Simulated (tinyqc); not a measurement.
Superjunction drift layer against a plain one, charge balance: one step of the calculation.

Alternating n and p pillars of equal width wp, doping N and length Lp. When depleted, the lateral field peaks at Ex = q N wp/(2 eps0 eps_r) at the pillar junctions and a uniform vertical field Ey is added; breakdown is taken where Ex^2 + Ey^2 = Ef^2. Only the n pillars conduct, narrowed by the zero-bias depletion. A first-order model: the field peaks at the pillar ends are left out.

Task. Design of the pillars. Ex = a Ef gives N = 2 eps0 eps_r a Ef/(q wp); Ey = Ef sqrt(1 - a^2); Lp = BV/Ey; xd = sqrt(eps0 eps_r Vb/(q N)) on each side; Rsp = 2 Lp/(q mu(N) N (1 - 2 xd/wp)). mu(N) = mi + (mx - mi)/(1 + (N/Nr)^0.9).

Inputs (values chosen for the exercise); values close to those of silicon:
- eps_r = 12.1 (relative permittivity of the semiconductor)
- mx = 1400 cm^2/(V s) (mobility at low doping)
- mi = 91.4 cm^2/(V s) (mobility at high doping)
- Nr = 1.3e17 cm^-3 (reference doping of the mobility)
- BV = 770 V (wanted breakdown voltage)
- wp = 6 um (width of each pillar)
- Ef = 0.31 MV/cm (critical field inside the pillars)
- a = 0.78 (lateral peak field as a share of Ef)
- Vb = 0.8 V (built-in voltage of the pillar junctions)

Constants: q = 1.602176634e-19 C, eps0 = 8.8541878128e-14 F/cm where lengths are in cm. Results are converted to the units shown.

Give: N; Ey; Lp; xd; Rsp.

Result.

N = 5.390e15 cm^-3
Ey = 0.1940 MV/cm
Lp = 39.69 um
xd = 0.3150 um
Rsp = 7.727 mohm cm^2

The pillars have an aspect ratio of 6.62. Their doping is 17.3 times, and their Rsp 0.0933 times, that of the plain layer.

Numbers from tinyqc (`OMP_NUM_THREADS=1 python tinyqc.py 2590033 2590034 out.jsonl`; about 0.01 s on one thread of a shared Intel Xeon 2.30GHz).
